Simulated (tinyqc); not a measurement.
# A double barrier with mass mismatch, transfer matrices: what changes with what

One electron of energy E comes from the left lead (band edge 0); no transverse momentum. Parabolic bands, masses in units of m0, C = hbar^2/(2 m0); psi and psi'/m are continuous at every interface. Barrier d1, well Lw, barrier d2; the right lead equals the left one.

Parameters, values chosen for the exercise; masses and offsets close to those of GaN wells and AlGaN barriers: mass in the left lead mL = 0.2 m0; barrier height U1 = 0.59 eV; barrier mass m1 = 0.27 m0; width of the first barrier d1 = 1.1 nm; well width (edge 0, mass mL) Lw = 1.5 nm; width of the second barrier d2 = 1.2 nm.

Constants: q = 1.602176634e-19 C, hbar = 1.054571817e-34 J s, m0 = 9.1093837015e-31 kg, hbar^2/(2 m0) = 0.0380998212 eV nm^2. Results are converted to the units shown.

Each table varies one quantity; the others keep the values above.

## Transmission against energy

For the pair (psi, psi'/m) a flat layer has M = [[cos kd, (m/k) sin kd], [-(k/m) sin kd, cos kd]] with k = sqrt(m (E - U)/C) above its edge U, and M = [[cosh Kd, (m/K) sinh Kd], [(K/m) sinh Kd, cosh Kd]] with K = sqrt(m (U - E)/C) below it. The matrices are multiplied with later layers to the left. With M acting on (psi, psi'/m) and v = k/m in each lead, T(E) = 4 vL vR/[(vL vR M12 - M21)^2 + (vR M11 + vL M22)^2]. The last column is exp(-2 sum K d) over the layers with U > E.

Results:
```
E (eV)      T(E)  exp(-2 sum K d)
0.047   7.134e-5         1.205e-4
0.139   0.001789         2.682e-4
0.232     0.8358         6.576e-4
0.324    0.01925         0.001808
0.416    0.01655         0.006048
0.601    0.06059            1.000
0.693     0.1926            1.000
0.785     0.7081            1.000
0.877     0.9396            1.000
0.97      0.6591            1.000
1.062     0.5754            1.000
```

Estimate the missing row, E = 0.508 eV.

Computed row:
```
E (eV)     T(E)  exp(-2 sum K d)
0.508   0.02632          0.03000
```

With this row back in the table: T(E) runs from 7.13e-5 at 0.047 eV to 0.575 at 1.062 eV; among the rows its largest value is 0.940 at 0.877 eV. Below the barriers it exceeds exp(-2 sum K d) by up to a factor of 1270 (at 0.232 eV), which marks a resonance or miniband close to that energy.

## Resonance against the width of the second barrier

Same model as above.

The lowest resonance is the first maximum of T(E); its width is the full width at half maximum, and tau = hbar/width.

Result of one run:
```
d2 (nm)  E_r (eV)  peak T(E)  width (meV)  tau (fs)
1.1        0.2289      1.000        16.99     38.74
```

What becomes of these results when the width of the second barrier d2 is changed from 1.1 to 0.55 nm, all else the same?

Result of the changed run:
```
d2 (nm)  E_r (eV)  peak T(E)  width (meV)  tau (fs)
0.55       0.2284     0.4997        65.11     10.11
```

The whole series:
```
d2 (nm)  E_r (eV)  peak T(E)  width (meV)  tau (fs)
0.55       0.2284     0.4997        65.11     10.11
0.83       0.2285     0.8341        29.36     22.42
1.1        0.2289      1.000        16.99     38.74
1.38       0.2291     0.8235        11.86     55.48
1.65       0.2292     0.5012        9.848     66.84
1.93       0.2292     0.2455        8.985     73.26
2.2        0.2292     0.1119        8.644     76.15
```

The peak T(E) goes from 0.500 through a maximum of 1.00 (at d2 = 1.1 nm among the rows listed) to 0.112, and the width falls from 65.1 to 8.64 meV; E_r stays between 0.2284 and 0.2292 eV. Equal barriers, d2 = d1 = 1.1 nm, give a peak of 1. Once d2 is the thicker barrier the electron leaves mainly through d1, so the width levels off. In 1 of the 7 rows a layer is thinner than 0.8 nm, a few atomic planes, where an effective mass is a rough description.

## Resonance against the well width

Same model as above.

The last column is the lowest level of an infinitely deep well, C (pi/Lw)^2/mL.

Resonance against the well width:
```
Lw (nm)  E_r (eV)  peak T(E)  width (meV)  tau (fs)  infinite well (eV)
0.9        0.3605     0.9835        42.16     15.61               2.321
1.2        0.2841     0.9786        23.92     27.52               1.306
1.5        0.2290     0.9748        14.61     45.07              0.8356
1.8        0.1882     0.9719        9.437     69.75              0.5803
2.1        0.1573     0.9697        6.377     103.2              0.4263
2.4        0.1333     0.9680        4.469     147.3              0.3264
2.7        0.1144     0.9666        3.228     203.9              0.2579
3         0.09926     0.9654        2.391     275.2              0.2089
```

Read the table: what changes, and by how much?

E_r falls from 0.361 to 0.0993 eV, as Lw^(-1.07) over the table, slower than the Lw^(-2) of an infinite well because the wave reaches into the barriers; E_r is 0.16 of the infinite-well level in the first row and 0.48 in the last. The width falls from 42.2 to 2.39 meV.

Range of the model: Masses are held fixed, although real bands cease to be parabolic a few tenths of an eV from their edges (inside a barrier too).

tinyqc, about 0.07 s, one thread, Intel Xeon 2.30GHz (shared host): `OMP_NUM_THREADS=1 python tinyqc.py 2560011 2560012 out.jsonl`
